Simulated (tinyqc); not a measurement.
Six-transistor SRAM cell, nodal equations and margins: two steps of the calculation.

Two cross-coupled inverters (pull-down bn, pull-up bp) hold the nodes Q and QB; access transistors (ba, threshold VTn, gate on the word line at Vdd when selected) join them to the bit lines. Transistor (EKV form, voltages against the body): I = 2 n b Vt^2 [F(vp - Vs) - F(vp - Vd)] from drain to source, F(v) = ln^2(1 + exp(v/(2 Vt))), vp = (Vg - VT + sg |Vd - Vs|)/n. n-channel bodies are at 0; for the p-channel device all voltages are counted down from Vdd. b in uA/V^2 gives I in uA. For an access transistor the bit line is the drain and the node the source. In a read both bit lines are at Vdd. The cell is symmetric (no mismatch).

Parameters, values chosen for the exercise:
- T = 300 K (temperature)
- Vdd = 0.9 V (supply voltage)
- n = 1.32 (slope factor)
- sg = 0.056 (drain-induced barrier lowering)
- VTn = 0.27 V (n-channel threshold)
- VTp = 0.42 V (p-channel threshold (magnitude))
- bn = 560 uA/V^2 (gain factor of the pull-down transistor)
- ba = 470 uA/V^2 (gain factor of the access transistor)
- bp = 260 uA/V^2 (gain factor of the pull-up transistor)

Constants: q = 1.602176634e-19 C, kB = 1.380649e-23 J/K, Vt = kB T/q. Results are converted to the units shown.

Question 1. Node voltages in a read by Newton steps. F1 = In(gate QB, drain Q) - Ip(gate QB, drain Q) - Ia(bit line, Q), F2 the same with Q and QB exchanged; J by central differences with +/- 1e-6 V; solve J d = -F, limit each component to +/- 0.15 V and add.

(Q, QB) after iteration 1 (V): Q 0.12012487, QB 0.89994561

Give: F1, F2; J; (Q, QB) after iteration 2.

Answer 1.

F1, F2 (uA): [-9.760, 0.038]

J (uS):

|  | Q | QB |
|---|---|---|
| F1 | 523.6 | 67.4 |
| F2 | 1.2 | 93.2 |

(Q, QB) after iteration 2 (V): Q 0.1388, QB 0.8993

Question 2. Read current and disturbance. Iread = Ia(bit line at Vdd, source Q); cell ratio bn/ba; time to pull a bit line of 20 fF down by 0.1 V at that current.

(Q, QB) (V): Q 0.13935834, QB 0.89918836

Give: Iread; cell ratio; time.

Answer 2.

Iread = 42.518 uA
cell ratio = 1.1915
time = 47.039 ps

Computed by the program tinyqc: `OMP_NUM_THREADS=1 python tinyqc.py 2340021 2340022 out.jsonl`, one thread of a shared Intel Xeon 2.30GHz, about 0.1 s for the whole run.
